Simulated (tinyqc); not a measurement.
Worked calculation: band edges of strained Si(1-x)Ge(x) on relaxed Si(1-y)Ge(y). Values are carried at full precision from step to step, so a last printed digit may differ when a step is redone from the rounded ones.

Values are linear in the Ge fraction but for ED(x) = linear - CD x (1 - x) and a(x) = linear - Ca x (1 - x). Energies are on the common scale of Ev.

Inputs chosen for the exercise (end members near Si and Ge, in this order; the results hold for these values, not for the real material):
- a = (5.431, 5.651) angstrom (lattice constant)
- Dso = (0.043, 0.293) eV (spin-orbit splitting)
- av = (2.49, 1.24) eV (valence hydrostatic potential)
- b = (-2.11, -2.56) eV (tetragonal shear potential)
- d = (-4.84, -5.32) eV (trigonal shear potential)
- C11 = (166.6, 127) GPa
- C12 = (64.1, 49) GPa
- C44 = (78.8, 67.5) GPa
- Ev = (0, 0.71) eV (top of the unstrained valence band)
- ED = (1.142, 0.926) eV (gap to the Delta valleys)
- EL = (1.971, 0.747) eV (gap to the L valleys)
- aD = (1.61, 1.24) eV (hydrostatic potential of the Delta gap)
- aL = (-3.12, -2.84) eV (hydrostatic potential of the L gap)
- XuD = (9.19, 9.26) eV (uniaxial potential, Delta)
- XuL = (15.52, 14.84) eV (uniaxial potential, L)
- CD = 0.213 eV (bowing of the Delta gap)
- Ca = 0.026 angstrom (bowing of the lattice constant)
- x = 1 (Ge fraction of the layer)
- y = 0.7 (Ge fraction of the relaxed buffer)
- face = 001 (growth face)

## Values of the layer and the buffer

Interpolate at x and at y.

Interpolated values (a in angstrom, C11, C12, C44 in GPa, all else in eV):

| symbol | layer | buffer |
|---|---|---|
| a | 5.6510 | 5.5795 |
| Dso | 0.2930 | 0.2180 |
| av | 1.2400 | 1.6150 |
| b | -2.5600 | -2.4250 |
| d | -5.3200 | -5.1760 |
| C11 | 127.0000 | 138.8800 |
| C12 | 49.0000 | 53.5300 |
| C44 | 67.5000 | 70.8900 |
| Ev | 0.7100 | 0.4970 |
| ED | 0.9260 | 0.9461 |
| EL | 0.7470 | 1.1142 |
| aD | 1.2400 | 1.3510 |
| aL | -2.8400 | -2.9240 |
| XuD | 9.2600 | 9.2390 |
| XuL | 14.8400 | 15.0440 |

## Strain of the layer on a (001) buffer

Coherent growth on a (001) face: e_par = (a(y) - a(x))/a(x), e_perp = -2 (C12/C11) e_par; exx = eyy = e_par, ezz = e_perp, no shear.

Use the elastic constants of the layer.

e_par = -0.012646
e_perp = 0.009758

strain tensor in the cubic axes:
```
           x          y         z
x  -0.012646   0.000000  0.000000
y   0.000000  -0.012646  0.000000
z   0.000000   0.000000  0.009758
```

The layer is under compression in the plane; its volume changes by -1.553 %.

## Conduction valleys of the layer

A valley with unit axis u lies at Ev + gap + (av + a_valley) tr(e) + Xu (u.e.u - tr(e)/3); the Delta axes are x, y, z and the L axes [111], [1-1-1], [-11-1], [-1-11]. The second-order shift of the Delta valleys under shear is left out; it lowers the pair normal to the sheared plane by tens of meV at a shear of 1 %.

Give the hydrostatic shifts, the uniaxial shifts and the edges.

hydrostatic shifts of Delta and L (eV): -0.0385  0.0249

uniaxial shifts (eV): Delta x -0.0692, Delta y -0.0692, Delta z 0.1383, L [111] 0.0000, L [1-1-1] 0.0000, L [-11-1] 0.0000, L [-1-11] 0.0000

valley edges (eV): Delta x 1.5283, Delta y 1.5283, Delta z 1.7358, L [111] 1.4819, L [1-1-1] 1.4819, L [-11-1] 1.4819, L [-1-11] 1.4819

The lowest set is L4 (the digit counts whole valleys) at 1.4819 eV; the Delta valleys spread over 207 meV and the L valleys over 0 meV.

## Valence edges of the layer

Valence edges: Ev plus the levels of the 6 x 6 matrix of X, Y, Z times spin with -Dso/3 + l exx + m (eyy + ezz) on the diagonal (cyclic), n exy off it, l = av + 2 b, m = av - b, n = sqrt(3) d. Spin-orbit term (Dso/3) L.sigma on X, Y, Z with (L_k)_ij = -i epsilon_kij: <X+|H|Y+> = -i Dso/3, <X+|H|Z-> = Dso/3, <Y+|H|Z-> = -i Dso/3, <Z+|H|X-> = -Dso/3, <Z+|H|Y-> = i Dso/3, <X-|H|Y-> = i Dso/3, and their conjugates; + and - are the spin along z.

Give the strain block and the three twofold edges.

strain block (eV):
```
        X       Y        Z
X  0.0381       0        0
Y       0  0.0381        0
Z       0       0  -0.1340
```

edges from the top (eV): 0.7481  0.6586  0.3725

The top two edges are split by 89 meV.

## Gap and offsets against the buffer

Buffer: Ev(y) and Ec = Ev(y) + min(ED, EL). dEc = Ec(buffer) - Ec(layer), dEv = Ev(layer) - Ev(buffer); positive values confine the carrier in the layer; type I if both have one sign.

gap of the strained layer = 0.7338 eV
gap of the buffer = 0.9461 eV
dEc = -0.0388 eV
dEv = 0.2511 eV

Type II: electrons collect in the buffer (39 meV) and holes in the layer (251 meV). The relaxed layer would have a gap of 0.747 eV, so strain has moved it by -13 meV. An offset this small is within the spread of published parameter sets, so the type is not settled by this model.

## Checks

- Mean of the three Delta edges against the hydrostatic shift alone (eV): both 1.59748.

Program tinyqc; command `OMP_NUM_THREADS=1 python tinyqc.py 1080909 1080910 out.jsonl`; about 0.02 s on one thread of a shared Intel(R) Xeon(R) Processor @ 2.30GHz.
